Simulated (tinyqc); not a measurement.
Inside a calculation. Model: metal gate on a two-layer dielectric stack with fixed charge and a dipole.

Program tinyqc, `OMP_NUM_THREADS=1 python tinyqc.py 2010107 2010108 out.jsonl`; Intel Xeon 2.30GHz, shared host, one thread, about 0.01 s. Printed values are rounded.

Gate, layer 2, layer 1, p-type semiconductor; x runs from the gate inwards. Charges are counted in units of +q. psi is the band bending at the surface, positive towards inversion. Classical charge, Boltzmann statistics, no interface traps.

Parameters, values chosen for the exercise; band and dielectric values those of a made-up semiconductor, layer 1 close to silicon nitride, layer 2 close to aluminium oxide:
- T = 250 K (temperature)
- Eg = 1.41 eV (band gap)
- eps_r = 8.9 (relative permittivity)
- Nc = 2.51e19 cm^-3 (conduction-band density of states at T)
- Nv = 2.32e19 cm^-3 (valence-band density of states at T)
- chi = 4.09 eV (electron affinity)
- Na = 9.1e16 cm^-3 (acceptor density)
- pM = 4.61 eV (work function of the gate metal)
- t1 = 1.6 nm (thickness of layer 1, next to the semiconductor)
- e1 = 7.61 (relative permittivity of layer 1)
- t2 = 1.3 nm (thickness of layer 2, next to the gate)
- e2 = 8.8 (relative permittivity of layer 2)
- Q1 = 6.6e11 cm^-2 (fixed charge at the semiconductor interface)
- Q2 = 3.9e12 cm^-2 (fixed charge between the layers)
- r1 = 0 cm^-3 (uniform charge density in layer 1)
- r2 = 0 cm^-3 (uniform charge density in layer 2)
- Vd = 0.08 V (flat-band shift by a dipole layer between the layers)
- ps = 0.669 V (band bending psi of the working point)

Constants: q = 1.602176634e-19 C, kB = 1.380649e-23 J/K, Vt = kB T/q, eps0 = 8.8541878128e-14 F/cm where lengths are in cm. Results are converted to the units shown.

## Equivalent thickness and work-function difference

EOT = 3.9 (t1/e1 + t2/e2), Cox = eps0/(t1/e1 + t2/e2); phi_ms = pM - (chi + Eg - Vt ln(Nv/Na)).

EOT = 1.39611 nm
Cox = 2.47340 uF/cm^2
share of layer 1 in the EOT = 58.7327 %
phi_ms = -0.770627 V

## Flat-band voltage, term by term

EOT = 3.9 (t1/e1 + t2/e2), Cox = eps0/(t1/e1 + t2/e2); phi_ms = pM - (chi + Eg - Vt ln(Nv/Na)). Vfb = phi_ms + Vd - (q/eps0) [Q1 (t1/e1 + t2/e2) + Q2 t2/e2 + r1 (t1^2/(2 e1) + t1 t2/e2) + r2 t2^2/(2 e2)]: each charge counts with its electrical distance from the gate.

terms (V): phi_ms -0.770627, dipole 0.080000, Q1 -0.042752, Q2 -0.104253, r1 0.000000, r2 0.000000
Vfb = -0.837632 V

Apart from phi_ms the largest term is that of Q2, -104 mV; all charges and the dipole together move Vfb by -67.0 mV.

## Threshold voltage

ni = sqrt(Nc Nv) exp(-Eg/(2 Vt)), Eg in volts, pB = Vt ln(Na/ni), Vth = Vfb + 2 pB + sqrt(4 q eps0 eps_r Na pB)/Cox.

ni = 1.48049e5 cm^-3
pB = 0.584779 V
depletion charge = 0.163935 uC/cm^2
Vth = 0.398206 V

## Charge in the semiconductor

ni = sqrt(Nc Nv) exp(-Eg/(2 Vt)), Eg in volts. Qs = -sign(psi) sqrt(2 q eps0 eps_r Na Vt [exp(-u) + u - 1 + (ni/Na)^2 (exp(u) - u - 1)]), u = psi/Vt.

Qs = -0.121974 uC/cm^2

The surface is depleted or weakly inverted.

## Fields and voltage drops

Gauss: D = -Qs just inside the semiconductor; going towards the gate subtract q Q1, then q r1 t1, q Q2 and q r2 t2. Field = D/(eps0 e); the drop over a layer is its mean field times its thickness; Vg = phi_ms + Vd + psi + both drops.

| place | D (uC/cm^2) | field (MV/cm) |
|---|---|---|
| layer 2, gate side | -0.608619 | -0.781113 |
| layer 2, inner side | -0.608619 | -0.781113 |
| layer 1, outer side | 0.016230 | 0.024087 |
| layer 1, semiconductor side | 0.016230 | 0.024087 |
| semiconductor surface | 0.121974 | 0.154784 |

drop over layer 2 = -0.101545 V
drop over layer 1 = 0.00385391 V
Vg = -0.119318 V

The same Vg follows from Vfb + psi - Qs/Cox. The largest field, 0.781 MV/cm in size, is at: layer 2, gate side.
